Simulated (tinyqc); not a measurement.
Worked calculation: RHF in the 6-311g basis, for H2, spin multiplicity 1. One step of it, computed by the program tinyqc.

Problem. Iteration 3: building the Fock matrix. J_ij = sum D_kl (ij|kl), K_ij = sum D_kl (ik|jl); F = H + J - 0.5 K; E = tr D H + tr D J / 2 - 0.25 tr D K + E_nn.

D after iteration 2:
```
,1H 1s,1H 2s,1H 3s,2H 1s,2H 2s,2H 3s
1H 1s,0.059898,0.106442,0.049873,0.059898,0.106442,0.049873
1H 2s,0.106442,0.189154,0.088627,0.106442,0.189154,0.088627
1H 3s,0.049873,0.088627,0.041526,0.049873,0.088627,0.041526
2H 1s,0.059898,0.106442,0.049873,0.059898,0.106442,0.049873
2H 2s,0.106442,0.189154,0.088627,0.106442,0.189154,0.088627
2H 3s,0.049873,0.088627,0.041526,0.049873,0.088627,0.041526
```

core Hamiltonian H = T + V (hartree):
```
,1H 1s,1H 2s,1H 3s,2H 1s,2H 2s,2H 3s
1H 1s,-0.409301,-0.935702,-0.632112,-0.436033,-0.602923,-0.511012
1H 2s,-0.935702,-0.989774,-0.814238,-0.602923,-0.791768,-0.713831
1H 3s,-0.632112,-0.814238,-0.786819,-0.511012,-0.713831,-0.726766
2H 1s,-0.436033,-0.602923,-0.511012,-0.409301,-0.935702,-0.632112
2H 2s,-0.602923,-0.791768,-0.713831,-0.935702,-0.989774,-0.814238
2H 3s,-0.511012,-0.713831,-0.726766,-0.632112,-0.814238,-0.786819
```

Two-electron integrals (ij|kl) in chemists' order, unique and non-zero (hartree):
```
i,j,k,l,(ij|kl)
1,1,1,1,1.393035
2,1,1,1,0.822971
2,1,2,1,0.509703
2,2,1,1,0.822904
2,2,2,1,0.543028
2,2,2,2,0.644106
3,1,1,1,0.411256
3,1,2,1,0.257757
3,1,2,2,0.279868
3,1,3,1,0.130794
3,2,1,1,0.543681
3,2,2,1,0.365771
3,2,2,2,0.452669
3,2,3,1,0.189803
3,2,3,2,0.325140
3,3,1,1,0.494021
3,3,2,1,0.340115
3,3,2,2,0.445993
3,3,3,1,0.178035
3,3,3,2,0.331779
3,3,3,3,0.361682
4,1,1,1,0.164240
4,1,2,1,0.105568
4,1,2,2,0.118700
4,1,3,1,0.053929
4,1,3,2,0.081369
4,1,3,3,0.077278
4,1,4,1,0.033142
4,2,1,1,0.246323
4,2,2,1,0.167326
4,2,2,2,0.208623
4,2,3,1,0.087023
4,2,3,2,0.149392
4,2,3,3,0.150641
4,2,4,1,0.058202
4,2,4,2,0.121208
4,3,1,1,0.180125
4,3,2,1,0.123894
4,3,2,2,0.159335
4,3,3,1,0.064746
4,3,3,2,0.116026
4,3,3,3,0.120133
4,3,4,1,0.043477
4,3,4,2,0.095742
4,3,4,3,0.077475
4,4,1,1,0.598548
4,4,2,1,0.417459
4,4,2,2,0.549886
4,4,3,1,0.219175
4,4,3,2,0.403176
4,4,3,3,0.419292
4,4,4,1,0.164240
4,4,4,2,0.386194
4,4,4,3,0.314996
4,4,4,4,1.393035
5,1,1,1,0.386194
5,1,2,1,0.241467
5,1,2,2,0.261103
5,1,3,1,0.122439
5,1,3,2,0.176797
5,1,3,3,0.165489
5,1,4,1,0.058202
5,1,4,2,0.095390
5,1,4,3,0.070808
5,1,4,4,0.246323
5,1,5,1,0.121208
5,2,1,1,0.467670
5,2,2,1,0.313010
5,2,2,2,0.382534
5,2,3,1,0.162112
5,2,3,2,0.272801
5,2,3,3,0.274919
5,2,4,1,0.084639
5,2,4,2,0.163438
5,2,4,3,0.128123
5,2,4,4,0.467670
5,2,5,1,0.163438
5,2,5,2,0.262661
5,3,1,1,0.365146
5,3,2,1,0.249556
5,3,2,2,0.320639
5,3,3,1,0.130252
5,3,3,2,0.235242
5,3,3,3,0.249114
5,3,4,1,0.069519
5,3,4,2,0.144353
5,3,4,3,0.116918
5,3,4,4,0.429999
5,3,5,1,0.131693
5,3,5,2,0.229445
5,3,5,3,0.211493
5,4,1,1,0.417459
5,4,2,1,0.289449
5,4,2,2,0.378674
5,4,3,1,0.151701
5,4,3,2,0.277918
5,4,3,3,0.290885
5,4,4,1,0.105568
5,4,4,2,0.241467
5,4,4,3,0.197643
5,4,4,4,0.822971
5,4,5,1,0.167326
5,4,5,2,0.313010
5,4,5,3,0.289810
5,4,5,4,0.509703
5,5,1,1,0.549886
5,5,2,1,0.378674
5,5,2,2,0.493955
5,5,3,1,0.198156
5,5,3,2,0.364800
5,5,3,3,0.389528
5,5,4,1,0.118700
5,5,4,2,0.261103
5,5,4,3,0.214984
5,5,4,4,0.822904
5,5,5,1,0.208623
5,5,5,2,0.382534
5,5,5,3,0.360168
5,5,5,4,0.543028
5,5,5,5,0.644106
6,1,1,1,0.314996
6,1,2,1,0.197643
6,1,2,2,0.214984
6,1,3,1,0.100323
6,1,3,2,0.145897
6,1,3,3,0.136971
6,1,4,1,0.043477
6,1,4,2,0.070808
6,1,4,3,0.052701
6,1,4,4,0.180125
6,1,5,1,0.095742
6,1,5,2,0.128123
6,1,5,3,0.103223
6,1,5,4,0.123894
6,1,5,5,0.159335
6,1,6,1,0.077475
6,2,1,1,0.429999
6,2,2,1,0.289810
6,2,2,2,0.360168
6,2,3,1,0.150484
6,2,3,2,0.259297
6,2,3,3,0.265638
6,2,4,1,0.069519
6,2,4,2,0.131693
6,2,4,3,0.103223
6,2,4,4,0.365146
6,2,5,1,0.144353
6,2,5,2,0.229445
6,2,5,3,0.200744
6,2,5,4,0.249556
6,2,5,5,0.320639
6,2,6,1,0.116918
6,2,6,2,0.211493
6,3,1,1,0.410730
6,3,2,1,0.283374
6,3,2,2,0.373739
6,3,3,1,0.148458
6,3,3,2,0.279107
6,3,3,3,0.306740
6,3,4,1,0.069995
6,3,4,2,0.142599
6,3,4,3,0.115608
6,3,4,4,0.410730
6,3,5,1,0.142599
6,3,5,2,0.247247
6,3,5,3,0.230308
6,3,5,4,0.283374
6,3,5,5,0.373739
6,3,6,1,0.115608
6,3,6,2,0.230308
6,3,6,3,0.272580
6,4,1,1,0.219175
6,4,2,1,0.151701
6,4,2,2,0.198156
6,4,3,1,0.079470
6,4,3,2,0.145526
6,4,3,3,0.152726
6,4,4,1,0.053929
6,4,4,2,0.122439
6,4,4,3,0.100323
6,4,4,4,0.411256
6,4,5,1,0.087023
6,4,5,2,0.162112
6,4,5,3,0.150484
6,4,5,4,0.257757
6,4,5,5,0.279868
6,4,6,1,0.064746
6,4,6,2,0.130252
6,4,6,3,0.148458
6,4,6,4,0.130794
6,5,1,1,0.403176
6,5,2,1,0.277918
6,5,2,2,0.364800
6,5,3,1,0.145526
6,5,3,2,0.271096
6,5,3,3,0.293933
6,5,4,1,0.081369
6,5,4,2,0.176797
6,5,4,3,0.145897
6,5,4,4,0.543681
6,5,5,1,0.149392
6,5,5,2,0.272801
6,5,5,3,0.259297
6,5,5,4,0.365771
6,5,5,5,0.452669
6,5,6,1,0.116026
6,5,6,2,0.235242
6,5,6,3,0.279107
6,5,6,4,0.189803
6,5,6,5,0.325140
6,6,1,1,0.419292
6,6,2,1,0.290885
6,6,2,2,0.389528
6,6,3,1,0.152726
6,6,3,2,0.293933
6,6,3,3,0.330292
6,6,4,1,0.077278
6,6,4,2,0.165489
6,6,4,3,0.136971
6,6,4,4,0.494021
6,6,5,1,0.150641
6,6,5,2,0.274919
6,6,5,3,0.265638
6,6,5,4,0.340115
6,6,5,5,0.445993
6,6,6,1,0.120133
6,6,6,2,0.249114
6,6,6,3,0.306740
6,6,6,4,0.178035
6,6,6,5,0.331779
6,6,6,6,0.361682
```

nuclear repulsion = 0.60270753 hartree

Give: Coulomb J; exchange K; Fock matrix F; total energy of this density.

Solution.

Coulomb J (hartree):
```
,1H 1s,1H 2s,1H 3s,2H 1s,2H 2s,2H 3s
1H 1s,1.467,0.969,0.500,0.255,0.498,0.393
1H 2s,0.969,1.169,0.833,0.498,0.792,0.696
1H 3s,0.500,0.833,0.843,0.393,0.696,0.755
2H 1s,0.255,0.498,0.393,1.467,0.969,0.500
2H 2s,0.498,0.792,0.696,0.969,1.169,0.833
2H 3s,0.393,0.696,0.755,0.500,0.833,0.843
```

exchange K (hartree):
```
,1H 1s,1H 2s,1H 3s,2H 1s,2H 2s,2H 3s
1H 1s,0.827,0.851,0.617,0.507,0.696,0.573
1H 2s,0.851,1.006,0.778,0.696,0.912,0.748
1H 3s,0.617,0.778,0.630,0.573,0.748,0.619
2H 1s,0.507,0.696,0.573,0.827,0.851,0.617
2H 2s,0.696,0.912,0.748,0.851,1.006,0.778
2H 3s,0.573,0.748,0.619,0.617,0.778,0.630
```

Fock matrix F (hartree):
```
,1H 1s,1H 2s,1H 3s,2H 1s,2H 2s,2H 3s
1H 1s,0.645,-0.392,-0.440,-0.434,-0.453,-0.404
1H 2s,-0.392,-0.324,-0.371,-0.453,-0.455,-0.391
1H 3s,-0.440,-0.371,-0.259,-0.404,-0.391,-0.281
2H 1s,-0.434,-0.453,-0.404,0.645,-0.392,-0.440
2H 2s,-0.453,-0.455,-0.391,-0.392,-0.324,-0.371
2H 3s,-0.404,-0.391,-0.281,-0.440,-0.371,-0.259
```

total energy of this density = -1.11656 hartree
